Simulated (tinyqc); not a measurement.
Two-diode model of a solar cell: two steps of the calculation.

J is the current delivered and Vj = V + J Rs the junction voltage. J = X JL - J01 (exp(Vj/(n1 Vt)) - 1) - J02 (exp(Vj/(2 Vt)) - 1) - Vj/Rp. The photocurrent does not depend on voltage.

Inputs (values chosen for the exercise); values of the order met in cells of a lead-halide perovskite:

| symbol | value | unit | meaning |
|---|---|---|---|
| T | 300 | K | temperature |
| JL | 23.3 | mA/cm^2 | photocurrent at one sun |
| X | 10 | suns | concentration |
| J01 | 4.3e-21 | A/cm^2 | saturation current of the first diode |
| n1 | 1 |  | ideality factor of the first diode |
| Rs | 0 | ohm cm^2 | series resistance |
| Rp | 2000 | ohm cm^2 | shunt resistance |
| Pin | 100 | mW/cm^2 | incident power at one sun |
| J02 | 2.4e-12 | A/cm^2 | saturation current of the second diode (ideality 2) |

Constants: q = 1.602176634e-19 C, kB = 1.380649e-23 J/K, Vt = kB T/q. Results are converted to the units shown.

Problem 1. New Vj. Maximum power: dP/dVj = f = J (1 + 2 Rs G) - G Vj = 0. G = -dJ/dVj = J01 exp(Vj/(n1 Vt))/(n1 Vt) + J02 exp(Vj/(2 Vt))/(2 Vt) + 1/Rp. H = dG/dVj; f' = -2 G - 2 Rs G^2 + (2 Rs J - Vj) H; Vj(new) = Vj - f/f'.

Vj after iteration 2 = 1.1248129 V

Give: J; G; H; f; f'; Vj after iteration 3.

Solution 1.

J = 191.9 mA/cm^2
G = 1.440 S/cm^2
H = 53.16 S/(cm^2 V)
f = -1428 mA/cm^2
f' = -62.67 S/cm^2
Vj after iteration 3 = 1.102 V

Problem 2. Figures of merit. Jsc at V = 0, Voc at J = 0, the maximum power point where J (1 + 2 Rs G) = G Vj with G = -dJ/dVj; FF = Vmp Jmp/(Voc Jsc); efficiency Vmp Jmp/(X Pin). Empirical fill factor without parasitics FF0 = (v - ln(v + 0.72))/(v + 1), v = Voc/(n1 Vt).

Wanted: Jsc; Voc; Vmp; Jmp; FF; efficiency; FF0.

Solution 2.

Jsc = 233.00 mA/cm^2
Voc = 1.1727 V
Vmp = 1.0711 V
Jmp = 225.83 mA/cm^2
FF = 0.88534
efficiency = 24.190 %
FF0 = 0.89581

FF is 1.2 % below FF0. Removing one loss at a time changes the efficiency by: second diode +0.27, shunt +0.06 points.

Numbers from tinyqc (`OMP_NUM_THREADS=1 python tinyqc.py 2280021 2280022 out.jsonl`; about 0.01 s on one thread of a shared Intel Xeon 2.30GHz).
